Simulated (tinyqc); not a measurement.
# Changing the later thermal budget (Dt)2

Model: out-diffusion of a doped substrate or buried layer into a growing epitaxial film. Computed by tinyqc, a small Python program. Command: `OMP_NUM_THREADS=1 python tinyqc.py 3017178 3017179 out.jsonl buried sweep`. One thread of a shared host (Intel(R) Xeon(R) Processor @ 2.30GHz), about 0.01 s of CPU time with the checks.

x is counted from the original substrate surface into the film, whose surface moves as x = v t. Substrate dopant has one diffusivity; the dopant of the film is taken as uniform.

Inputs (values chosen for the exercise, modelled on arsenic in silicon):

| quantity | value | unit |
|---|---|---|
| prefactor D0 | 10.7 | cm^2/s |
| activation energy E | 3.97 | eV |
| substrate concentration C_s | 5.1e+19 | 1/cm^3 |
| film doping C_e | 2e+16 | 1/cm^3 |
| growth rate v | 0.26 | um/min |
| film thickness d | 0.83 | um |
| growth temperature T | 950 | C |
| autodoping level at the start, as a share of C_s | 1e-05 | - |
| decay length of autodoping | 0.53 | um |

Film doping: same type as the substrate.

Constants: k_B = 8.617333262e-05 eV/K.

Method:
- D = D0 exp(-E/(k_B T)); growth time t = d/v; l = 2 sqrt(D t); growth number G = v t/l = d/l; 1 um = 1e-4 cm.
- Temperatures in kelvin are T(C) + 273.15.
- After growth and the later budget: l2 = 2 sqrt(D t + (Dt)2); C(x) = (C_s/2) erfc(x/l2) + share x C_s exp(-x/decay length) for x > 0 (autodoping taken as unchanged by the later budget). The transition x_t solves C(x) = C_e, where the total doping is twice the intended value.
- Usable film = d - x_t. Also give x_t for the erfc term alone, after growth and after the later budget.

One run for each value:

| later thermal budget (Dt)2 (cm^2) | x_t after the later budget, erfc alone (um) | x_t with autodoping (um) | usable film (um) |
|---|---|---|---|
| 1.00e-13 | 0.0207 | 0.0207 | 0.8093 |
| 4.00e-13 | 0.0332 | 0.0333 | 0.7967 |
| 1.00e-12 | 0.0496 | 0.0497 | 0.7803 |
| 5.00e-12 | 0.1071 | 0.1073 | 0.7227 |
| 2.00e-11 | 0.2129 | 0.2132 | 0.6168 |
| 6.00e-11 | 0.3682 | 0.3685 | 0.4615 |
| 2.00e-10 | 0.6718 | 0.6722 | 0.1578 |

What does the table show, and why?

Over the rows, x_t after the later budget, erfc alone (um) rises from 0.0207 to 0.672 (exponent d ln y / d ln x 0.34 between the first rows and 0.50 between the last); x_t with autodoping (um) rises from 0.0207 to 0.672 (exponent d ln y / d ln x 0.34 between the first rows and 0.50 between the last); usable film (um) falls from 0.809 to 0.158 (exponent d ln y / d ln x -0.011 between the first rows and -0.89 between the last). At the high end the exponent of x_t after the later budget, erfc alone is 0.50, close to 0.50: the later budget dominates.  Left out: 8.00e-10, 3.00e-9 (the transition reaches the surface).

Caution (all rows): the substrate doping is comparable to or above the intrinsic density at growth temperature, so the diffusivity may be higher on that side.
